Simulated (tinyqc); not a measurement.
Inside a calculation. Method: one-electron ion in a basis of Gaussians. Computed by tinyqc, a small Python program that keeps every step. Settings: Z = 4, l = 1. Command: `OMP_NUM_THREADS=1 python tinyqc.py 29291 29292 out.jsonl` (the two numbers bound the seeds that draw the settings). One thread of a shared host (Intel(R) Xeon(R) Processor @ 2.60GHz), about 0.01 s of CPU time with the checks.

## Matrices over normalised Gaussians

exponents of r^l exp(-a r^2) (1/bohr^2): 0.243800  0.707100

Z = 4

l = 1

With p = a_i + a_j and I(k) = Gamma((k+1)/2) / (2 p^((k+1)/2)): S = I(2l+2), T = (2l+3) a_i a_j S / p, V = -Z I(2l+1), each divided by sqrt(S_ii S_jj).

S:
```
          1         2
1  1.000000  0.712658
2  0.712658  1.000000
```

T (hartree):
```
          1         2
1  0.609500  0.645997
2  0.645997  1.767750
```

V (hartree):
```
           1          2
1  -2.101143  -2.091088
2  -2.091088  -3.578320
```

## Generalised eigenproblem

H = T + V (hartree):
```
           1          2
1  -1.491643  -1.445090
2  -1.445090  -1.810570
```

Solve H C = S C e through S^(-1/2); each column has its largest component positive (the first on a tie).

eigenvalues of S: 0.287342  1.712658

eigenvalues (hartree): -1.853304  -0.671500

coefficients:
```
          1          2
1  0.271068   1.399483
2  0.788575  -1.187510
```

For Z = 4 and l = 1 the exact lowest level is -Z^2/(2 n^2) with n = l + 1: -2.000000 hartree.
